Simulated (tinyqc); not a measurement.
# Elastic strain and critical thickness of a cubic alloy layer A(1-x)B(x) on a thick substrate, step by step

A worked calculation. Computed by tinyqc, a small Python program that keeps every step. Command: `OMP_NUM_THREADS=1 python tinyqc.py 3016010 3016011 out.jsonl misfit walk`. One thread of a shared host (Intel(R) Xeon(R) Processor @ 2.30GHz), about 0.01 s of CPU time with the checks. Intermediate numbers are printed to about 6 digits and carried at full precision; extremes and crossings named in words are read from the listed rows.

Strain is positive in tension. The layer is coherent with the substrate unless said otherwise.

Inputs (values chosen for the exercise, modelled on In(1-x)Ga(x)P on GaAs):
```
quantity                                 value        unit
fraction x of B                           0.29           -
lattice constant a_A                     5.869    angstrom
lattice constant a_B                     5.451    angstrom
substrate lattice constant a_S           5.653    angstrom
layer thickness h                           48          nm
biaxial modulus of the substrate M_S       118         GPa
substrate thickness t_S                    625  micrometre
wafer diameter W                            50          mm
X-ray wavelength                      1.540593    angstrom
start of the iteration h0/b               1000           -
```

Growth plane: (111). Layer: uncapped. Misfit dislocation: edge.

C11, C12, C44 of A (GPa): 101  56.22  46.39

C11, C12, C44 of B (GPa): 141.7  62.92  70.1

## Alloy by Vegard's rule, and misfit

a = (1 - x) a_A + x a_B, the same rule for each C_ij; misfit f = (a_S - a)/a, the in-plane strain of the coherent layer.

free lattice constant a = 5.74778 angstrom

elastic constants (GPa): C11 112.8030, C12 58.1630, C44 53.2659

misfit f = -0.0164898

The layer is compressed in the plane by 1.65 %.

## Biaxial strain, stress and energy

(111): D = 2 (C11 + 2 C12 - 2 C44)/(C11 + 2 C12 + 4 C44), M = 6 C44 (C11 + 2 C12)/(C11 + 2 C12 + 4 C44). The free surface carries no normal stress, so e_perp = -D f; dV/V = 2 f + e_perp; stress = M f; energy per area = M f^2 h (1 GPa nm = 1 J/m^2).

ratio D = 0.554497

normal strain e_perp = 0.00914357

volume strain dV/V = -0.0238361

biaxial modulus M = 165.603 GPa

in-plane stress = -2.73077 GPa

strain energy per area = 2.16144 J/m^2

## Symmetric X-ray reflection

Reflection 111: d = a_perp/sqrt(3), with a_perp = a (1 + e_perp) for the coherent layer, a for the relaxed layer and a_S for the substrate; sin(theta) = lambda/(2 d).

Bragg angles:
```
crystal         a_perp (angstrom)  theta (degrees)  from substrate (arcsec)
substrate                 5.65300          13.6515                     0.00
coherent layer            5.80034          13.2982                 -1271.57
relaxed layer             5.74778          13.4221                  -825.69
```

peak separation of the coherent layer = -1271.57 arcsec

The coherent layer lies 1.54 times as far from the substrate peak as a relaxed one, about 1 + D = 1.55: reading its peak as relaxed would overstate the mismatch by that factor.

## Isotropic constants and the prefactor A

Voigt averages: G = (C11 - C12 + 3 C44)/5, B = (C11 + 2 C12)/3, nu = (3 B - 2 G)/(2 (3 B + G)); b = a/sqrt(2). Edge dislocation with b in the interface: cos alpha = 0, cos lambda = 1. Matthews-Blakeslee: h_c = A [ln(h_c/b) + 1], A = b (1 - nu cos^2 alpha)/(8 pi |f| (1 + nu) cos lambda), the factor 8 pi being that of an uncapped layer.

shear modulus G = 42.88754 GPa

Poisson ratio nu = 0.263502

Burgers vector b = 0.406429 nm

prefactor A = 0.776163 nm

## Critical thickness by fixed-point iteration

Start at h0, put the right side back in, and stop when the change is below 1e-9 h or h turns negative.

Iteration:
```
step  h in (nm)  h out (nm)   change (nm)
1       406.429     6.13770  -4.00292e+02
2         6.138     2.88329  -3.25442e+00
3         2.883     2.29688  -5.86407e-01
4         2.297     2.12040  -1.76483e-01
5         2.120     2.05834  -6.20530e-02
6         2.058     2.03529  -2.30533e-02
7         2.035     2.02655  -8.74200e-03
...         ...         ...           ...
17        2.021     2.02113  -6.05057e-07
18        2.021     2.02113  -2.32357e-07
19        2.021     2.02113  -8.92306e-08
20        2.021     2.02113  -3.42667e-08
21        2.021     2.02113  -1.31593e-08
22        2.021     2.02113  -5.05348e-09
23        2.021     2.02113  -1.94066e-09
```

critical thickness h_c (Matthews-Blakeslee) = 2.02113 nm

Converged; near the root each step shrinks the error by A/h_c = 0.384. h_c is 5.0 Burgers vectors. Caution: an edge dislocation with b in the interface cannot reach it by glide, so the force balance is formal for it. Caution: a critical thickness of a few Burgers vectors is outside continuum elasticity and hangs on the core term.

## Equilibrium strain at the thickness h

For h > h_c the same force balance gives the strain left, |e| = |f| A [ln(h/b) + 1]/h, and below h_c e = f; relaxation = 1 - e/f; dislocations per length across each line direction = (|f| - |e|)/(b cos lambda), times 2/3 for the three line sets on (111).

strain left e = -0.00153893

relaxation = 90.6674 %

dislocation line density = 24.5240 1/micrometre

h is 23.75 h_c: in equilibrium dislocations lie 40.8 nm apart; slow nucleation and glide can keep a real layer more strained.

## Wafer curvature of the coherent layer

Stoney: curvature = 6 |stress| h/(M_S t_S^2); radius = 1/curvature; bow = curvature W^2/8.

curvature = 0.0170622 1/m

radius of curvature = 58.6089 m

bow = 5.33195 micrometre

Caution: M_S is near the value for a (001) wafer; a (111) wafer is stiffer and bends less. Caution: the curvature assumes a coherent layer, but h exceeds h_c.

## Force balance against energy balance

People-Bean: h_c = P ln(h_c/b), P = (1 - nu)/(1 + nu) b^2/(16 pi sqrt(2) a f^2). The misfit is scaled by 0.25, 0.4, 0.6, 1, 1.5, 2.2 at fixed a, b and nu; the upper root is taken, and rows with A < 1.3 b or P < 3 b, where the roots shrink to the core size or vanish, are left out.

Critical thickness:
```
|f| (%)  Matthews-Blakeslee (nm)  People-Bean (nm)    ratio
0.41225                  14.1197           1095.34  77.5753
0.65959                   7.6307            368.92  48.3470
0.98939                   4.3644            140.77  32.2545
1.64898                   2.0211             39.71  19.6473
```

The exponents d ln h_c/d ln f are -1.31 and -2.32 between the first rows, steeper than the -1 and -2 of the prefactors because of the logarithm. The ratio falls from 77.6 to 19.6 as the misfit grows. Where People-Bean lies above, a layer between the lines is metastable: dislocations would lower the energy but have to be nucleated.

Checks made by the program: D and M against the full stiffness tensor (relative difference below 1e-10); h_c against the Lambert function, -A W_(-1)(-b/(A e)) (relative difference 6e-10).
